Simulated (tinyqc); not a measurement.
# Interface states from two metals

Problem. Schottky barriers follow phi = S (pM - chi) + (1 - S) E0, S = 1/(1 + q Ds dl/(eps0 ei)). Find S, E0 and Ds.

Inputs (values chosen for the exercise); material values close to those of gallium arsenide:
```
symbol  value  unit                           meaning
chi      4.06    eV                 electron affinity
dl       0.56    nm  thickness of the interface layer
ei        3.2               its relative permittivity
```

Constants: q = 1.602176634e-19 C, eps0 = 8.8541878128e-14 F/cm where lengths are in cm. Results are converted to the units shown.

phi for pM = 4.21 and 5.14 eV (eV): [0.35886748, 1.0032105]

Solution. The slope is S, and either point then gives E0.

S = 0.693
E0 = 0.830 eV
Ds = 1.40e13 cm^-2 eV^-1

Computed by the program tinyqc: `OMP_NUM_THREADS=1 python tinyqc.py 2430083 2430084 out.jsonl`, one thread of a shared Intel Xeon 2.30GHz, about 0.01 s for the whole run.
